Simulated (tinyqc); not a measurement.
# Read current of a NAND string, cells in series solved by shooting, step by step

Program tinyqc, `OMP_NUM_THREADS=1 python tinyqc.py 2142187 2142188 out.jsonl`; Intel Xeon 2.30GHz, shared host, one thread, about 0.7 s. Printed values are rounded.

Cells in series, numbered from 0 at the source line (0 V) to the bit line, each followed by a gap resistance Rg. A cell with gate Vg, threshold VT, source Vs and drain Vd passes I = 2 nf K Vt^2 [F(Vs) - F(Vd)]/(1 + th max(Vg - VT, 0)), F(V) = ln^2(1 + exp((Vg - VT - nf V)/(2 nf Vt))). The selected cell has Vg = Vr, the others Vg = Vp.

Inputs (values chosen for the exercise); values of the order met in vertical NAND strings:
- T = 300 K (temperature)
- K = 19 uA/V^2 (gain factor of a cell)
- nf = 1.8 (slope factor)
- th = 0.19 1/V (mobility reduction factor)
- Rg = 16 kohm (resistance of the gap between cells)
- Vbl = 0.7 V (bit-line voltage)
- Vp = 7 V (pass voltage)
- Vr = 3.41 V (read voltage on the selected word line)

Constants: q = 1.602176634e-19 C, kB = 1.380649e-23 J/K, Vt = kB T/q. Results are converted to the units shown.

## Step 1: node voltages for a trial current

first trial current = 2.9 uA
thresholds from the source end, cell 0 to 3 (V): [3.2, 1.8, -1.6, -1.6]

For a trial current I start at 0 V and, cell by cell (the selected one is cell 1), solve for the drain: sqrt(F(Vd)) = sqrt(F(Vs) - I/k), k = 2 nf K Vt^2/(1 + th max(Vg - VT, 0)), Vd = [Vg - VT - 2 nf Vt ln(exp(sqrt F) - 1)]/nf, then add I Rg.

node voltage after each cell and gap, trial 1, cell 0 to 3 (V): [0.116738, 0.321685, 0.418493, 0.516433]

## Step 2: node voltages for a trial current

second trial current = 3.5 uA

As before.

node voltage after each cell and gap, trial 2, cell 0 to 3 (V): [0.141196, 0.402637, 0.520689, 0.640488]

## Course of the secant iteration

Secant steps on the end voltage less Vbl, from the two trials; a trial above the saturation current of a cell has no solution and is moved halfway to the previous trial. Stop below 1e-9 V.

Course of the iteration:
```
iteration   I (uA)  end voltage - Vbl (V)  halvings
1          3.78784                3.68e-3         0
2          3.77109               -7.86e-5         0
3          3.77144               -1.06e-7         0
4          3.77145               3.05e-12         0
```

Converged in 4 iterations to I = 3.7714 uA. The selected cell takes 32.8 % of the bit-line voltage and the gaps together 34.5 %.
